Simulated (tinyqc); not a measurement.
Koster-Slater impurity in a tight-binding band, by Green functions and by supercells: one step, computed by the program tinyqc.

One orbital per site, e(k) = -2 t sum cos(k_i) over 2 direction(s), band from -4 t to 4 t, lattice constant 1. One site has the extra energy U. Spin is left out.

Question. The host Green function outside the band. Outside the band G0(E) = (2/(pi E)) K(m), m = 16 t^2/E^2, K the complete elliptic integral with parameter m. A bound state solves 1/U = G0(E). Energies: 0.05, 0.2, 0.5, 1, 2, 4 and 8 t beyond the band edge on the side of U, rounded to four digits.

Inputs (values chosen for the exercise, for a model band): hopping t = 0.98 eV; impurity potential U = -5.2 eV.

Lattice: square.

Give: Scan on the side of U.

Answer.

Scan on the side of U:
```
E (eV),G0 (1/eV),1/U - G0 (1/eV)
-3.969,-0.52193,0.32962
-4.116,-0.40406,0.21176
-4.410,-0.32269,0.13038
-4.900,-0.25923,0.06693
-5.880,-0.19593,0.00362
-7.840,-0.13689,-0.05542
-11.760,-0.08756,-0.10475
```

G0 diverges at the band edge, so any U binds a state, exponentially weakly when U is small.
